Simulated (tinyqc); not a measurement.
Worked calculation: Hubbard ring of 5 sites. One step of it, computed by the program tinyqc.

Question. Mean-field iteration 2. H(up) = T + U n(down), H(down) = T + U n(up); fill the lowest levels; n(new) = n + mixing (n(out) - n); E = tr T (rho up + rho down) + U sum n_up n_down of the output.

one-body matrix (hopping and site energies) (eV):
```
           1          2          3          4          5
1   0.000000  -0.930000   0.000000   0.000000  -0.930000
2  -0.930000   0.000000  -0.930000   0.000000   0.000000
3   0.000000  -0.930000   0.000000  -0.930000   0.000000
4   0.000000   0.000000  -0.930000   0.000000  -0.930000
5  -0.930000   0.000000   0.000000  -0.930000   0.000000
```

U = 1.700000 eV

electrons, up and down: 3  2

mixing = 0.200000

n(up) after iteration 1: 1 0.957723, 2 0.183818, 3 0.956918, 4 0.183818, 5 0.957723

n(down) after iteration 1: 1 0.030143, 2 0.833637, 3 0.032440, 4 0.833637, 5 0.030143

Give: levels, up; levels, down; energy; n(up) after iteration 2; n(down) after iteration 2.

Answer.

levels, up (eV): -1.406  -0.414  0.244  2.154  2.413

levels, down (eV): -0.908  -0.023  0.964  2.582  2.893

energy = -3.341 eV

n(up) after iteration 2: 1 0.922, 2 0.214, 3 0.921, 4 0.214, 5 0.922

n(down) after iteration 2: 1 0.056, 2 0.818, 3 0.060, 4 0.818, 5 0.056
